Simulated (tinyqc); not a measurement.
Worked calculation: CIS on RHF in the sto-3g basis, for BeH2, spin multiplicity 1. One step of it, computed by the program tinyqc.

Question. Integrals over molecular orbitals. (pq|rs) = sum C_ip C_jq C_kr C_ls (ij|kl), one index at a time.

coefficients C, order 1Be 1s, 1Be 2s, 1Be 2px, 1Be 2py, 1Be 2pz, 2H 1s, 3H 1s:
$$\begin{pmatrix}
0.991745 & -0.233867 & 0.000000 & 0.005119 & 0.000000 & -0.204047 & 0.000000 \\
0.031241 & 0.532292 & 0.000000 & -0.024314 & 0.000000 & 1.332236 & 0.000000 \\
0.000000 & 0.000000 & 0.000000 & 0.000000 & 1.000000 & 0.000000 & 0.000000 \\
0.000000 & 0.000000 & 0.507830 & 0.000000 & 0.000000 & 0.000000 & 1.607270 \\
-0.000015 & 0.003199 & 0.000000 & 0.999718 & 0.000000 & 0.027302 & 0.000000 \\
-0.001501 & 0.397341 & 0.395847 & 0.009325 & 0.000000 & -0.876298 & -1.159167 \\
-0.001501 & 0.397341 & -0.395847 & 0.009325 & 0.000000 & -0.876298 & 1.159167
\end{pmatrix}$$

core Hamiltonian H = T + V (hartree), order 1Be 1s, 1Be 2s, 1Be 2px, 1Be 2py, 1Be 2pz, 2H 1s, 3H 1s:
$$\begin{pmatrix}
-8.726796 & -2.155355 & 0.000000 & 0.000000 & -0.000554 & -0.742598 & -0.742598 \\
-2.155355 & -2.886491 & 0.000000 & 0.000000 & -0.004202 & -1.475931 & -1.475931 \\
0.000000 & 0.000000 & -2.332617 & 0.000000 & 0.000000 & 0.000000 & 0.000000 \\
0.000000 & 0.000000 & 0.000000 & -2.590324 & 0.000000 & -1.449575 & 1.449575 \\
-0.000554 & -0.004202 & 0.000000 & 0.000000 & -2.332661 & -0.019431 & -0.019431 \\
-0.742598 & -1.475931 & 0.000000 & -1.449575 & -0.019431 & -2.379701 & -0.202076 \\
-0.742598 & -1.475931 & 0.000000 & 1.449575 & -0.019431 & -0.202076 & -2.379701
\end{pmatrix}$$

Two-electron integrals (ij|kl) in chemists' order, unique and non-zero (hartree):
```
(11|11) 2.298831    (21|11) 0.392036    (21|21) 0.079539    (22|11) 0.570988
(22|21) 0.143041    (22|22) 0.417683    (31|31) 0.014607    (32|31) 0.021888
(32|32) 0.092265    (33|11) 0.569578    (33|21) 0.143083    (33|22) 0.417589
(33|33) 0.449859    (41|41) 0.014607    (42|41) 0.021888    (42|42) 0.092265
(43|43) 0.024249    (44|11) 0.569578    (44|21) 0.143083    (44|22) 0.417589
(44|33) 0.401360    (44|44) 0.449859    (51|51) 0.014607    (52|51) 0.021888
(52|52) 0.092265    (53|53) 0.024249    (54|54) 0.024249    (55|11) 0.569578
(55|21) 0.143083    (55|22) 0.417589    (55|33) 0.401360    (55|44) 0.401360
(55|55) 0.449859    (61|11) 0.132867    (61|21) 0.026898    (61|22) 0.048583
(61|33) 0.048224    (61|41) 0.002450    (61|42) 0.004505    (61|44) 0.049328
(61|51) 0.000032    (61|52) 0.000059    (61|54) 0.000014    (61|55) 0.048224
(61|61) 0.009563    (62|11) 0.260027    (62|21) 0.065761    (62|22) 0.202104
(62|33) 0.195201    (62|41) 0.008658    (62|42) 0.048148    (62|44) 0.215728
(62|51) 0.000113    (62|52) 0.000626    (62|54) 0.000267    (62|55) 0.195204
(62|61) 0.024475    (62|62) 0.134196    (63|31) 0.006765    (63|32) 0.029670
(63|43) 0.008870    (63|53) 0.000115    (63|63) 0.014197    (64|11) 0.258483
(64|21) 0.066288    (64|22) 0.213878    (64|33) 0.201346    (64|41) 0.014353
(64|42) 0.075933    (64|44) 0.238711    (64|51) 0.000099    (64|52) 0.000601
(64|54) 0.000370    (64|55) 0.201350    (64|61) 0.026093    (64|62) 0.163076
(64|64) 0.207682    (65|11) 0.003360    (65|21) 0.000862    (65|22) 0.002780
(65|33) 0.002617    (65|41) 0.000099    (65|42) 0.000601    (65|44) 0.002872
(65|51) 0.006767    (65|52) 0.029677    (65|54) 0.008873    (65|55) 0.002848
(65|61) 0.000339    (65|62) 0.002120    (65|64) 0.002515    (65|65) 0.014230
(66|11) 0.423596    (66|21) 0.109168    (66|22) 0.369878    (66|33) 0.343396
(66|41) 0.018834    (66|42) 0.127205    (66|44) 0.422475    (66|51) 0.000245
(66|52) 0.001653    (66|54) 0.001028    (66|55) 0.343409    (66|61) 0.042214
(66|62) 0.298531    (66|64) 0.388598    (66|65) 0.005051    (66|66) 0.774606
(71|11) 0.132867    (71|21) 0.026898    (71|22) 0.048583    (71|33) 0.048224
(71|41) -0.002450   (71|42) -0.004505   (71|44) 0.049328    (71|51) 0.000032
(71|52) 0.000059    (71|54) -0.000014   (71|55) 0.048224    (71|61) 0.008694
(71|62) 0.020668    (71|64) 0.019836    (71|65) 0.000287    (71|66) 0.033545
(71|71) 0.009563    (72|11) 0.260027    (72|21) 0.065761    (72|22) 0.202104
(72|33) 0.195201    (72|41) -0.008658   (72|42) -0.048148   (72|44) 0.215728
(72|51) 0.000113    (72|52) 0.000626    (72|54) -0.000267   (72|55) 0.195204
(72|61) 0.020668    (72|62) 0.077164    (72|64) 0.072577    (72|65) 0.001197
(72|66) 0.129356    (72|71) 0.024475    (72|72) 0.134196    (73|31) 0.006765
(73|32) 0.029670    (73|43) -0.008870   (73|53) 0.000115    (73|63) 0.006875
(73|73) 0.014197    (74|11) -0.258483   (74|21) -0.066288   (74|22) -0.213878
(74|33) -0.201346   (74|41) 0.014353    (74|42) 0.075933    (74|44) -0.238711
(74|51) -0.000099   (74|52) -0.000601   (74|54) 0.000370    (74|55) -0.201350
(74|61) -0.019836   (74|62) -0.072577   (74|64) -0.063580   (74|65) -0.001106
(74|66) -0.117479   (74|71) -0.026093   (74|72) -0.163076   (74|74) 0.207682
(75|11) 0.003360    (75|21) 0.000862    (75|22) 0.002780    (75|33) 0.002617
(75|41) -0.000099   (75|42) -0.000601   (75|44) 0.002872    (75|51) 0.006767
(75|52) 0.029677    (75|54) -0.008873   (75|55) 0.002848    (75|61) 0.000287
(75|62) 0.001197    (75|64) 0.001106    (75|65) 0.006893    (75|66) 0.002070
(75|71) 0.000339    (75|72) 0.002120    (75|74) -0.002515   (75|75) 0.014230
(76|11) 0.034513    (76|21) 0.008506    (76|22) 0.023635    (76|33) 0.023237
(76|44) 0.024418    (76|51) 0.000028    (76|52) 0.000125    (76|55) 0.023238
(76|61) 0.002903    (76|62) 0.011733    (76|64) 0.012631    (76|65) 0.000202
(76|66) 0.022069    (76|71) 0.002903    (76|72) 0.011733    (76|74) -0.012631
(76|75) 0.000202    (76|76) 0.001368    (77|11) 0.423596    (77|21) 0.109168
(77|22) 0.369878    (77|33) 0.343396    (77|41) -0.018834   (77|42) -0.127205
(77|44) 0.422475    (77|51) 0.000245    (77|52) 0.001653    (77|54) -0.001028
(77|55) 0.343409    (77|61) 0.033545    (77|62) 0.129356    (77|64) 0.117479
(77|65) 0.002070    (77|66) 0.214818    (77|71) 0.042214    (77|72) 0.298531
(77|74) -0.388598   (77|75) 0.005051    (77|76) 0.022069    (77|77) 0.774606
```

Give: one-electron integrals over orbitals h = C^T H C; Two-electron integrals over orbitals.

Answer.

one-electron integrals over orbitals h = C^T H C (hartree):
$$\begin{pmatrix}
-8.7150 & 0.2370 & 0.0000 & -0.0057 & 0.0000 & 0.1820 & 0.0000 \\
0.2370 & -2.5465 & 0.0000 & -0.0004 & 0.0000 & -0.1301 & 0.0000 \\
0.0000 & 0.0000 & -2.5161 & 0.0000 & 0.0000 & 0.0000 & -0.2538 \\
-0.0057 & -0.0004 & 0.0000 & -2.3325 & 0.0000 & -0.0058 & 0.0000 \\
0.0000 & 0.0000 & 0.0000 & 0.0000 & -2.3326 & 0.0000 & 0.0000 \\
0.1820 & -0.1301 & 0.0000 & -0.0058 & 0.0000 & -1.9188 & 0.0000 \\
0.0000 & 0.0000 & -0.2538 & 0.0000 & 0.0000 & 0.0000 & -1.7409
\end{pmatrix}$$

Two-electron integrals over orbitals (pq|rs), unique and non-zero (hartree):
```
(11|11) 2.2714      (21|11) -0.2073     (21|21) 0.0290      (22|11) 0.5047
(22|21) -0.0075     (22|22) 0.4101      (31|31) 0.0067      (32|31) 0.0160
(32|32) 0.1662      (33|11) 0.4765      (33|21) -0.0031     (33|22) 0.4236
(33|33) 0.4465      (41|11) 0.0044      (41|21) -0.0005     (41|22) 4.76e-04
(41|33) 2.76e-04    (41|41) 0.0158      (42|11) -0.0014     (42|21) 2.13e-04
(42|22) 0.0014      (42|33) 0.0012      (42|41) 0.0155      (42|42) 0.0507
(43|31) -4.29e-06   (43|32) 0.0012      (43|43) 0.0157      (44|11) 0.5691
(44|21) -0.0085     (44|22) 0.3768      (44|33) 0.3657      (44|41) -0.0006
(44|42) -0.0026     (44|44) 0.4499      (51|51) 0.0158      (52|51) 0.0155
(52|52) 0.0507      (53|53) 0.0157      (54|51) -3.77e-04   (54|52) -0.0010
(54|54) 0.0243      (55|11) 0.5692      (55|21) -0.0085     (55|22) 0.3768
(55|33) 0.3657      (55|41) 1.42e-04    (55|42) -0.0007     (55|44) 0.4014
(55|55) 0.4499      (61|11) -0.1692     (61|21) 0.0244      (61|22) -0.0072
(61|33) -0.0047     (61|41) -1.64e-04   (61|42) 4.11e-04    (61|44) -0.0041
(61|55) -0.0040     (61|61) 0.0208      (62|11) 0.0962      (62|21) -0.0069
(62|22) -0.0301     (62|33) -0.0524     (62|41) 3.83e-04    (62|42) -1.80e-04
(62|44) 0.0444      (62|55) 0.0445      (62|61) -0.0029     (62|62) 0.0756
(63|31) -0.0041     (63|32) -0.0968     (63|43) -0.0009     (63|63) 0.0831
(64|11) 0.0017      (64|21) 5.07e-05    (64|22) 0.0006      (64|33) -1.15e-04
(64|41) 0.0162      (64|42) 0.0476      (64|44) -0.0009     (64|55) 4.95e-04
(64|61) 3.83e-04    (64|62) 0.0021      (64|64) 0.0511      (65|51) 0.0162
(65|52) 0.0477      (65|54) -0.0007     (65|65) 0.0511      (66|11) 0.4800
(66|21) -0.0062     (66|22) 0.4063      (66|33) 0.4172      (66|41) 0.0009
(66|42) 0.0030      (66|44) 0.3731      (66|55) 0.3732      (66|61) -0.0055
(66|62) -0.0395     (66|64) 0.0020      (66|66) 0.4196      (71|31) 0.0121
(71|32) 0.0215      (71|43) -9.11e-05   (71|63) -0.0034     (71|71) 0.0226
(72|31) 0.0027      (72|32) -0.0472     (72|43) -0.0013     (72|63) 0.0611
(72|71) 0.0066      (72|72) 0.0565      (73|11) 0.1321      (73|21) -0.0057
(73|22) -0.0103     (73|33) -0.0250     (73|41) -1.32e-04   (73|42) -0.0019
(73|44) 0.0530      (73|55) 0.0529      (73|61) -0.0029     (73|62) 0.0706
(73|64) 0.0005      (73|66) -0.0310     (73|73) 0.0803      (74|31) -3.81e-04
(74|32) -0.0032     (74|43) 0.0139      (74|63) 0.0019      (74|71) -0.0006
(74|72) 4.27e-04    (74|74) 0.0163      (75|53) 0.0139      (75|75) 0.0162
(76|31) 0.0121      (76|32) 0.1439      (76|43) 0.0014      (76|63) -0.0979
(76|71) 0.0161      (76|72) -0.0599     (76|74) -0.0028     (76|76) 0.1427
(77|11) 0.5901      (77|21) -0.0098     (77|22) 0.4413      (77|33) 0.4608
(77|41) 6.79e-05    (77|42) 2.00e-04    (77|44) 0.3967      (77|55) 0.3967
(77|61) -0.0092     (77|62) -0.0466     (77|64) -0.0010     (77|66) 0.4472
(77|73) -0.0205     (77|77) 0.5048
```
